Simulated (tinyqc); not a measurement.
From results back to parameters: alloy A(1-x)B(x) by interpolation with bowing. Five cases, with inputs chosen for the exercise.

Problem. An unstrained alloy A(1-x)B(x) follows Vegard, a(x) = (1 - x) a_A + x a_B, and E(x) = (1 - x) E_A + x E_B - C x (1 - x) at Gamma. Its lattice constant and gap are given.

Case 1.

Values chosen (out of a larger set: A near GaAs, B near GaSb; not measured data): a = (5.65, 6.091) angstrom (lattice constant of A, B); Eg = (1.502, 0.81) eV (gap at Gamma to the s-like level of A, B).

a(x) = 5.998390 angstrom
gap at Gamma = 0.724553 eV

Case 2.

Values chosen (out of a larger set: A near Si, B near Ge; not measured data): a = (5.429, 5.659) angstrom (lattice constant of A, B); Eg = (4.193, 0.89) eV (gap at Gamma to the s-like level of A, B).

a(x) = 5.488800 angstrom
gap at Gamma = 3.299973 eV

Case 3.

Values chosen (out of a larger set: A near InSb, B near InAs; not measured data): a = (6.473, 6.056) angstrom (lattice constant of A, B); Eg = (0.236, 0.414) eV (gap at Gamma to the s-like level of A, B).

a(x) = 6.410450 angstrom
gap at Gamma = 0.176000 eV

Case 4.

Values chosen (out of a larger set: A near InSb, B near InAs; not measured data): a = (6.476, 6.061) angstrom (lattice constant of A, B); Eg = (0.235, 0.417) eV (gap at Gamma to the s-like level of A, B).

a(x) = 6.247750 angstrom
gap at Gamma = 0.173483 eV

Case 5.

Values chosen (out of a larger set: A near AlAs, B near InAs; not measured data): a = (5.669, 6.06) angstrom (lattice constant of A, B); Eg = (3.086, 0.418) eV (gap at Gamma to the s-like level of A, B).

a(x) = 5.692460 angstrom
gap at Gamma = 2.882605 eV

Find: x; linear part of the gap; C.

Solution. x = (a - a_A)/(a_B - a_A); the bowing is the shortfall against the linear part divided by x (1 - x).

Case 1.

x = 0.790
linear part of the gap = 0.9553 eV
C = 1.391 eV

Case 2.

x = 0.260
linear part of the gap = 3.3342 eV
C = 0.178 eV

Case 3.

x = 0.150
linear part of the gap = 0.2627 eV
C = 0.680 eV

Case 4.

x = 0.550
linear part of the gap = 0.3351 eV
C = 0.653 eV

Case 5.

x = 0.060
linear part of the gap = 2.9259 eV
C = 0.768 eV

Computed by tinyqc, one run a case: `OMP_NUM_THREADS=1 python tinyqc.py N N+1 out.jsonl` with N = 1051017, 1051112, 1051160, 1051244, 1051294; one thread of a shared Intel(R) Xeon(R) Processor @ 2.30GHz, about 0.01 s a run at most.
